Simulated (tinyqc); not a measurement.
Worked calculation: ion-assisted plasma etching: sheath, surface coverage, synergy and aspect-ratio dependence. Computed by tinyqc, a small Python program that keeps every step. Command: `OMP_NUM_THREADS=1 python tinyqc.py 3001618 3001619 out.jsonl etch walk`. One thread of a shared host (Intel(R) Xeon(R) Processor @ 2.30GHz), about 0.07 s of CPU time with the checks. Intermediate numbers are printed to about 6 digits and carried at full precision; extremes and crossings named in words are read from the listed rows.

Radicals adsorb on bare sites; ions remove covered sites with a high yield and bare sites by sputtering; a slow spontaneous reaction acts everywhere, walls included.

Inputs (values chosen for the exercise, close to those used for silicon dioxide in a fluorocarbon plasma):
```
quantity                                value       unit
plasma density n_e                    1.4e+11     1/cm^3
electron temperature T_e                  2.4         eV
ion mass M_i                               50          u
sheath voltage V                           70          V
radical density n                     6.3e+13     1/cm^3
radical mass M_n                           19          u
gas temperature T_g                       300          K
sticking coefficient s                   0.22          -
radicals per removed unit x                 2          -
yield slope b                            0.31  eV^(-1/2)
threshold E_th                             15         eV
sputter slope b_p                       0.015  eV^(-1/2)
sputter threshold E_p                      27         eV
spontaneous reaction probability k_c  3.6e-05          -
solid density N                       2.2e+22     1/cm^3
ion temperature T_i                      0.65         eV
aspect ratio A                            5.4          -
```

Feature: long trench.

Constants: e = 1.602176634e-19 C; u = 1.6605390666e-27 kg; k_B = 1.380649e-23 J/K; eps_0 = 8.8541878128e-12 F/m.

## Fluxes

Bohm speed u_B = sqrt(e T_e/M_i); ion flux G_i = 0.61 n_e u_B; radical flux G_n = n c/4 with c = sqrt(8 k_B T_g/(pi M_n)).

Bohm speed = 215204 cm/s

ion flux G_i = 1.83785e+16 1/(cm^2 s)

radical speed c = 57819.1 cm/s

radical flux G_n = 9.10650e+17 1/(cm^2 s)

flux ratio G_n/G_i = 49.5499

## Sheath and ion angles

Debye length lambda_D = sqrt(eps_0 T_e/(e n_s)) with n_s = 0.61 n_e, T_e in volts; Child-law sheath d = (sqrt2/3) lambda_D (2 V/T_e)^(3/4); ion energy E = V + T_e/2; angular spread = arctan(sqrt(T_i/E)).

Debye length = 39.4090 um

sheath thickness = 392.127 um

ion energy E = 71.2 eV

angular spread = 5.45787 degrees

## Yields

Yields: Y = b (sqrt(E) - sqrt(E_th)) on covered sites, Y_p = b_p (sqrt(E) - sqrt(E_p)) on bare ones (zero below threshold).

yield Y = 1.41516

sputter yield Y_p = 0.0486279

## Open-field etch rate

Steady coverage: s G_n (1 - theta) = x Y G_i theta; removal flux = Y G_i theta + Y_p G_i (1 - theta) + k_c G_n; rate = flux/N, 1 cm/s = 6e8 nm/min. Lateral rate = k_c G_n/N; anisotropy = 1 - lateral/vertical; synergy = vertical/(ions alone + radicals alone), with ions alone Y_p G_i/N and radicals alone the lateral rate.

coverage theta = 0.793878

vertical rate = 569.032 nm/min

lateral rate = 0.894093 nm/min

anisotropy = 0.998429

synergy = 22.5200

Ions and radicals both limit the rate.

## Rate at the floor of the feature

Transmission of a long trench, rough form: K = (1 + ln(1 + A))/(1 + A + ln(1 + A)), walls that scatter diffusely without loss. With a loss probability S = s (1 - theta) at the floor, G_b/G_n = K/(K + S - K S); theta follows G_b, and the two are solved together. Ions are taken to reach the floor unshadowed; G_b replaces G_n in every term of the rate; A is depth over width.

transmission K = 0.345954

G_b/G_n = 0.915862

coverage at the floor = 0.779125

rate at the floor = 558.852 nm/min

floor rate over open-field rate = 0.982109

The lag is 1.8 %. Caution: at this aspect ratio many ions strike the walls, so ion shadowing, left out here, adds to the lag. Caution: the trench transmission is an interpolation between the limits 1 and ln(A)/A, good to tens of per cent.

## Etch lag against aspect ratio

The formulas are those given above.

Floor of the feature:
```
A             K   G_b/G_n     theta  rate (nm/min)  relative rate
0.5    0.737597  0.983922  0.791213        567.193       0.996767
1.0    0.628687  0.973368  0.789426        565.959       0.994599
2.0    0.512030  0.957179  0.786625        564.026       0.991201
5.0    0.358296  0.920211  0.779939        559.413       0.983096
10.0   0.253614  0.870514  0.770262        552.741       0.971370
20.0   0.168210  0.787572  0.752066        540.203       0.949337
50.0   0.089781  0.596517  0.696739        502.136       0.882439
100.0  0.053166  0.389571  0.600069        435.738       0.765752
```

K falls by a factor 13.9 over the rows and the rate by 1.30. Among these rows the rate stays within 10 % of the open-field value up to A = 20, with an open-field coverage of 0.79. Caution: rows with A above about 1/(2 tan(ion spread)) or 1/sqrt(k_c), often 10 to 30, are formal: ion shadowing, radical loss on the walls, redeposition of sputtered material and, in fluorocarbon plasmas, polymer growth are left out and add to the lag.

## Yield per ion against the flux ratio

The ion flux is fixed and the radical flux set by the ratio; the removal per ion is the removal flux over G_i.

Open field:
```
G_n/G_i     theta  rate (nm/min)  removal per ion
0.3      0.022788         39.987          0.07978
1        0.072124         73.793          0.14722
3        0.189095        153.948          0.30714
10       0.437348        324.115          0.64664
30       0.699870        504.289          1.00610
100      0.886014        633.051          1.26299
300      0.958880        686.569          1.36977
1000     0.987298        718.665          1.43380
3000     0.995730        760.529          1.51732
```

Coverage reaches one half at G_n/G_i = x Y/s = 12.9. Below that the ion-assisted part follows the radical flux, on top of the sputter floor Y_p = 0.0486; above it the ion-assisted part saturates at Y = 1.42 per ion, and the further rise to 1.52 comes from the spontaneous reaction, which costs anisotropy.

Checks made by the program: series form 1/R = 1/(Y G_i) + x/(s G_n) of the ion-assisted part (relative difference below 1e-10).
